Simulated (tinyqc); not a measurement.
Inside a calculation: ellipsoidal valleys in the axes of a wafer and a channel. Values are carried at full precision from step to step, so a last printed digit may differ when a step is redone from the rounded ones.

Valleys with axes a along x, y and z, two valleys each; inverse mass tensor w = 1/mt + (1/ml - 1/mt) a a. Device axes: z = nz/|nz|, x = nx/|nx|, y = z cross x; in them a = (ax, ay, az). Confinement mass mz = 1/w_zz. In the plane w_ij is replaced by u_ij = w_ij - w_iz w_jz/w_zz (i, j = x, y); density-of-states mass md = 1/sqrt(det u); conductivity mass along x mc = 1/u_xx; ballistic transport mass mx = u_yy/det u, width mass my = 1/u_yy.

Constants: hbar^2/2m0 = 3.80998211 eV angstrom^2; kB = 8.617333262e-05 eV/K.

Values chosen for the exercise (near those of the Delta valleys of Si; shifted at random, so the results belong to these values and not to a real crystal): ml = 0.882 m0 (longitudinal mass); mt = 0.198 m0 (transverse mass); nz = (0, 0, 1) (surface normal (confinement)); nx = (1, 1, 0) (channel direction); t = 8.3 nm (thickness of the film); T = 77 K (temperature).

## Device axes and valley axes

Give the rows x, y, z in cubic components and each valley axis in device components.

device axes:
```
     [100]   [010]   [001]
x   0.7071  0.7071  0.0000
y  -0.7071  0.7071  0.0000
z   0.0000  0.0000  1.0000
```

valley axes:
```
       ax       ay      az
x  0.7071  -0.7071  0.0000
y  0.7071   0.7071  0.0000
z  0.0000   0.0000  1.0000
```

## Tensors of the valley x

Form w and the reduced tensor u.

w (1/m0):
```
        x       y       z
x  3.0921  1.9584  0.0000
y  1.9584  3.0921  0.0000
z  0.0000  0.0000  5.0505
```

u (1/m0):
```
        x       y
x  3.0921  1.9584
y  1.9584  3.0921
```

w_xz = w_yz = 0: the normal is a principal axis and u is the upper block of w.

## Masses of all valleys

Give mz, md, mc, mx and my.

Masses (m0):

| valley | mz | md | mc | mx | my |
|---|---|---|---|---|---|
| x | 0.1980 | 0.4179 | 0.3234 | 0.5400 | 0.3234 |
| y | 0.1980 | 0.4179 | 0.3234 | 0.5400 | 0.3234 |
| z | 0.8820 | 0.1980 | 0.1980 | 0.1980 | 0.1980 |

mz md^2 = ml mt^2 = 0.03458 for every valley, so a heavy confinement mass comes with a small density of states. The heaviest mz is 0.882, for z.

## Subbands and shares in a film

Hard walls: E_n = c (n pi/t)^2/mz, c = hbar^2/2m0, n = 1, 2, 3. Non-degenerate share of a valley proportional to md sum_n exp(-E_n/kT); mean 1/mc = sum of share/mc. 1 nm = 10 angstrom.

Give the ladders, the shares and the mean conductivity mass.

Subbands:

| valley | E1 (meV) | E2 (meV) | E3 (meV) | share |
|---|---|---|---|---|
| x | 27.6 | 110.3 | 248.1 | 0.068 |
| y | 27.6 | 110.3 | 248.1 | 0.068 |
| z | 6.2 | 24.8 | 55.7 | 0.863 |

mean mc = 0.2091 m0

The lowest ladder (z) holds 86 % of the electrons in these valleys, the next starts 21 meV higher.

## Checks

- mz md^2 against ml mt^2: they agree to 1e-10 or better.
- mx my against md^2: they agree to 1e-10 or better.

Program tinyqc; command `OMP_NUM_THREADS=1 python tinyqc.py 1850421 1850422 out.jsonl`; about 0.01 s on one thread of a shared Intel(R) Xeon(R) Processor @ 2.30GHz.
